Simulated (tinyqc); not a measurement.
Leakage through a gate insulator: direct, Fowler-Nordheim, trap-assisted and Poole-Frenkel currents: one step, computed by the program tinyqc.

Electrons enter from the cathode Fermi level at x = 0; the conduction band of the insulator lies phi_b - e F x above it, F = V/t. WKB exponents use a parabolic band with mass m.

Problem. One trap at several depths. For a level a distance phi(x) below the band, the WKB exponent is 2 int kappa dx with kappa = sqrt(m phi/(hbar^2/2m_0)); for a linear barrier from phi_1 down to phi_2 = max(phi_1 - e F d, 0) it is G = (4/3) sqrt(m/(hbar^2/2m_0)) (phi_1^(3/2) - phi_2^(3/2))/(e F). A trap at depth x lies phi_t below the band. Capture: tunnel at the cathode Fermi level from 0 to x (G_in from phi_1 = phi_b), rate nu_0 exp(-G_in - E_c/k_B T) with E_c = E_a + max(phi_b - phi_t - e F x, 0), the last term being the height of the trap above the cathode Fermi level. Emission: tunnel from the trap level to the anode (G_out from phi_1 = phi_t over t - x), rate nu_0 exp(-G_out - E_a/k_B T). Re-emission to the cathode follows from detailed balance, rate_back = rate_in exp(dE/k_B T) with dE = phi_b - phi_t - e F x. Each trap passes R = rate_in rate_out/(rate_in + rate_back + rate_out) electrons per second; filling from the anode is left out. Depths: t times 0.08, 0.2, 0.32, 0.44, 0.56, 0.68, 0.8 and 0.92, rounded to 0.01 nm.

Inputs (values chosen for the exercise, with an insulator like Si3N4):
```
quantity,value,unit
thickness t,5.5,nm
barrier phi_b,2.01,eV
tunnelling mass m,0.38,m_0
voltage across the insulator V,3.2,V
trap depth phi_t,1.5,eV
attempt rate nu_0,1e+12,1/s
activation of capture E_a,0.27,eV
temperature T,400,K
```

Constants: k_B = 8.617333262e-05 eV/K; hbar^2/(2 m_0) = 3.80998212 eV angstrom^2.

Give: Rates.

Solution.

Rates:
```
x (nm),G_in,G_out,E_c (eV),rate in (1/s),rate back (1/s),rate out (1/s),R (1/s)
0.44,3.81,13.30,0.524,5.526e+03,8.763e+06,6.665e+02,4.200e-01
1.10,9.02,13.30,0.270,4.802e+04,1.105e+03,6.665e+02,6.428e+02
1.76,13.54,13.30,0.270,5.231e+02,1.748e-04,6.665e+02,2.931e+02
2.42,17.24,13.30,0.270,1.286e+01,6.238e-11,6.665e+02,1.262e+01
3.08,19.89,13.09,0.270,9.144e-01,6.436e-17,8.157e+02,9.134e-01
3.74,20.62,10.92,0.270,4.377e-01,4.472e-22,7.178e+03,4.377e-01
4.40,20.62,7.52,0.270,4.377e-01,6.491e-27,2.141e+05,4.377e-01
5.06,20.62,3.25,0.270,4.377e-01,9.422e-32,1.531e+07,4.377e-01
```

The most effective of these traps sits at 1.1 nm, 20 % of the way; where rate back exceeds rate out, re-emission drains the trap, and elsewhere the slower forward step limits R.
